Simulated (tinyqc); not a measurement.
Smoothing against break-up: capillary instabilities by surface diffusion: grooving and agglomeration of films, edge retraction, wire break-up and smoothing of roughness. Computed by tinyqc, a small Python program. Command: `OMP_NUM_THREADS=1 python tinyqc.py 3028101 3028102 out.jsonl dewet walk`. One thread of a shared host (Intel(R) Xeon(R) Processor @ 2.30GHz), about 0.01 s of CPU time with the checks.

Isotropic surface energy; shapes change by surface diffusion alone.

Inputs (values chosen for the exercise, of the order of those of a cobalt film):
```
quantity                       value        unit
surface energy gamma_s          2.18       J/m^2
grain-boundary energy gamma_b    0.8       J/m^2
atomic volume Omega             11.1  angstrom^3
surface sites nu                  11      1/nm^2
prefactor D0                   2e-06       m^2/s
activation energy Q             1.55          eV
temperature T                   1013           K
film thickness h                 5.4          nm
grain radius R                    68          nm
wire radius r                     34          nm
initial ripple over radius      0.02           -
roughness wavelength lambda       37          nm
```

Grooves: at the surface only.

Constants: k_B = 8.617333262e-05 eV/K; k_B = 1.380649e-23 J/K.

Method:
- Groove angle beta: sin(beta) = gamma_b/(2 gamma). For circular grains of radius R with spherical caps the groove ends (measured from the mean surface) at the depth R g(beta), g = (2 - 3 cos beta + cos^3 beta)/(3 sin^3 beta). The film parts if R g(beta_s) > h.
- B = D_s nu gamma_s Omega^2/(k_B T), D_s = D0 exp(-Q/(k_B T)).
- A wire with r + A cos(k z) has dA/dt = (B/r^4) (kr)^2 [1 - (kr)^2] A: unstable for wavelengths above 2 pi r, fastest at kr = 1/sqrt 2 with the rate B/(4 r^4); break-up time about (4 r^4/B) ln(r/A0); each wavelength makes a sphere of radius (3 r^2 lambda_m/4)^(1/3).
- Roughness of wavelength lambda on a flat face decays as exp[-B (2 pi/lambda)^4 t]; the smoothing time is that for a factor e^3.

beta_s = 10.5729 degrees

Times (s); the last column is (h/(0.780 tan beta_s))^4/B:
```
T (K)  B (nm^4/s)   smoothing  wire break-up  groove to depth h
861    4.2040e+02  8.5811e+00     4.9740e+04         4.5016e+03
912    1.2765e+03  2.8260e+00     1.6381e+04         1.4825e+03
962    3.3732e+03  1.0695e+00     6.1992e+03         5.6104e+02
1013   8.2115e+03  4.3932e-01     2.5466e+03         2.3047e+02
1064   1.8311e+04  1.9701e-01     1.1420e+03         1.0335e+02
1114   3.7351e+04  9.6585e-02     5.5986e+02         5.0669e+01
1216   1.3257e+05  2.7212e-02     1.5774e+02         1.4275e+01
```

What does the comparison show, and why?

All times share 1/B, so their ratios do not depend on T: break-up over smoothing is 5800. An anneal can smooth this roughness well before the wire breaks. Smoothing is safe for lambda well below 2 pi r, above which a ripple along the wire grows instead. B spans 2.5 decades over these rows.
